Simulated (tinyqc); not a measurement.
# Schottky diode by thermionic emission with image-force lowering and series resistance, step by step

Computed by the program tinyqc: `OMP_NUM_THREADS=1 python tinyqc.py 2640152 2640153 out.jsonl`, one thread of a shared Intel Xeon 2.30GHz, about 0.01 s for the whole run. Printed values are rounded.

Metal on an n-type semiconductor with one parabolic valley; V > 0 is forward bias (metal positive). I = I0 [exp(Vj/(n Vt)) - 1] with Vj = V - I Rs; I0 = S A* T^2 exp(-(phi - dphi)/Vt), the lowering dphi taken at zero bias.

Values chosen for this exercise; band and dielectric values close to those of cadmium telluride: temperature T = 350 K; electron mass me = 0.0999 m0; relative permittivity eps_r = 10; barrier height seen from the metal phi = 0.75 eV; donor density Nd = 5e15 cm^-3; area S = 0.005 cm^2; ideality factor n = 1.04; series resistance Rs = 32 ohm; applied bias V = 0.67 V.

Constants: q = 1.602176634e-19 C, kB = 1.380649e-23 J/K, h = 6.62607015e-34 J s, m0 = 9.1093837015e-31 kg, Vt = kB T/q, eps0 = 8.8541878128e-14 F/cm where lengths are in cm. Results are converted to the units shown.

## Saturation current

A* = 4 pi q me m0 kB^2/h^3 (times 1e-4 for A/(cm^2 K^2)); Nc = 2 (2 pi me m0 kB T/h^2)^1.5 (times 1e-6 for cm^-3); xi = Vt ln(Nc/Nd), Vbi = phi - xi; surface field Em = sqrt(2 q Nd (Vbi - V - Vt)/(eps0 eps_r)); dphi = sqrt(q Em/(4 pi eps0 eps_r)). Here V = 0 in Em.

A* = 12.0053 A/(cm^2 K^2)
Nc = 9.98482e17 cm^-3
Vbi = 0.590245 V
Em = 31.8352 kV/cm
dphi = 21.4106 meV
I0 = 2.37276e-7 A

The lowering raises I0 by a factor of 2.03.

## Iteration 1: junction voltage

Vj at the start = 0.67 V

Newton step for g(Vj) = Vj + Rs I0 [exp(Vj/(n Vt)) - 1] - V = 0: Vj(new) = Vj - g/g', g' = 1 + Rs I0 exp(Vj/(n Vt))/(n Vt).

Vj after iteration 1 = 0.638633 V

## Iteration 2: junction voltage

As before.

Vj after iteration 2 = 0.607266 V

## Course of the iteration

Stop when Vj changes by less than 1e-10 V, or after 50 iterations.

Course of the iteration:

| iteration | Vj (V) | change (V) |
|---|---|---|
| 1 | 0.638633 | 0.0314 |
| 2 | 0.607266 | 0.0314 |
| 3 | 0.575901 | 0.0314 |
| 4 | 0.544539 | 0.0314 |
| 5 | 0.513191 | 0.0313 |
| 6 | 0.481885 | 0.0313 |
| 7 | 0.450710 | 0.0312 |
| 8 | 0.419937 | 0.0308 |
| 9 | 0.390342 | 0.0296 |
| 10 | 0.363957 | 0.0264 |
| 11 | 0.344863 | 0.0191 |
| 12 | 0.336627 | 8.24e-3 |
| 13 | 0.335443 | 1.18e-3 |
| 14 | 0.335422 | 2.09e-5 |
| 15 | 0.335422 | 6.40e-9 |
| 16 | 0.335422 | < 1e-14 |

Converged in 16 iterations.

## Current and small-signal resistance

converged Vj = 0.335422 V

I = I0 [exp(Vj/(n Vt)) - 1], dV/dI = Rs + n Vt/(I + I0).

I = 10.4556 mA
drop over Rs = 0.334578 V
dV/dI = 35.0000 ohm
